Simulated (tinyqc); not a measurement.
# Ellipsometry and reflectance of a transparent film on an absorbing substrate: two studies

Air (index 1), film, substrate with N2 = n2 - i k2; time factor exp(+i w t). q_j = sqrt(N_j^2 - sin^2 th), root with positive real part. Fresnel coefficients r_s = (q_a - q_b)/(q_a + q_b), r_p = (N_b^2 q_a - N_a^2 q_b)/(N_b^2 q_a + N_a^2 q_b). tan(Psi) exp(i Delta) = R_p/R_s, Delta taken from 0 to 360 degrees.

Inputs (values chosen for the exercise); indices close to those of hafnium oxide on silicon:

| symbol | value | unit | meaning |
|---|---|---|---|
| lam | 546.1 | nm | wavelength |
| th | 75 | degrees | angle of incidence |
| n1 | 2.04 |  | index of the transparent film |
| d | 27 | nm | film thickness |
| n2 | 4.086 |  | index of the substrate |
| k2 | 0.031 |  | extinction coefficient of the substrate |

Each table varies one quantity; the others keep the values above.

## Psi and Delta against the film thickness

beta = 2 pi d q1/lam, X = exp(-2 i beta), R = (r01 + r12 X)/(1 + r01 r12 X) for p and s. The last column is the derivative of Delta.

Result of one run:
```
d (nm)	Psi (degrees)	Delta (degrees)	|R_p|^2	|R_s|^2	dDelta/dd (degrees/nm)
83	42.289	342.40	0.24935	0.30139	-2.1382
```

What becomes of these results when the film thickness d is changed from 83 to 67 nm, all else the same?

Result of the changed run:
```
d (nm)	Psi (degrees)	Delta (degrees)	|R_p|^2	|R_s|^2	dDelta/dd (degrees/nm)
67	41.513	20.621	0.24754	0.31595	-1.9833
```

The whole series:
```
d (nm)	Psi (degrees)	Delta (degrees)	|R_p|^2	|R_s|^2	dDelta/dd (degrees/nm)
0	2.7714	175.25	0.0018048	0.77019	-17.287
17	13.215	82.461	0.041317	0.74929	-1.7094
33	22.857	61.042	0.12130	0.68262	-1.1108
50	31.645	43.690	0.20191	0.53159	-1.0131
67	41.513	20.621	0.24754	0.31595	-1.9833
83	42.289	342.40	0.24935	0.30139	-2.1382
100	32.437	317.74	0.20729	0.51321	-1.0372
117	23.625	300.48	0.12877	0.67302	-1.0862
133	14.160	279.86	0.047434	0.74524	-1.6075
150	3.0629	207.50	0.0022046	0.76999	-14.345
```

Psi goes from 2.77 through a maximum of 42.3 (at d = 83 nm among the rows listed) to 3.06 degrees. The period is 152.0 nm, after which Psi and Delta return to the values of the bare substrate, so one angle and wavelength fix d only up to a multiple of it. The size of the slope of Delta runs from 1.01 to 17.3 degrees/nm among the rows; Delta is counted modulo 360 degrees, and sharper features can lie between the rows.

## Effect of the index of the transparent film

Same model as above.

dDelta/dd is the derivative of Delta; period lam/(2 q1).

Effect of the index of the transparent film:
```
n1	Psi (degrees)	Delta (degrees)	|R_p|^2	|R_s|^2	dDelta/dd (degrees/nm)	period (nm)
1.25	12.55	93.11	0.03759	0.7592	-0.7351	344.2
1.45	16.67	83.13	0.06719	0.7489	-0.8384	252.5
1.65	18.68	76.90	0.08429	0.7376	-0.9640	204.1
1.85	19.47	72.09	0.09072	0.7257	-1.100	173.1
2.05	19.48	67.88	0.08931	0.7138	-1.255	151.0
2.25	18.90	63.92	0.08240	0.7030	-1.433	134.4
2.45	17.83	60.03	0.07182	0.6942	-1.640	121.3
2.65	16.32	56.14	0.05906	0.6887	-1.875	110.7
```

Psi goes from 12.5 through a maximum of 19.5 (at n1 = 2.05 among the rows listed) to 16.3 degrees and |R_p|^2 goes from 0.0376 through a maximum of 0.0907 (at n1 = 1.85 among the rows listed) to 0.0591. The slope of Delta is largest in size, 1.88 degrees/nm, at n1 = 2.65 among the rows.

tinyqc, about 0.4 s, one thread, Intel Xeon 2.30GHz (shared host): `OMP_NUM_THREADS=1 python tinyqc.py 2870199 2870200 out.jsonl`
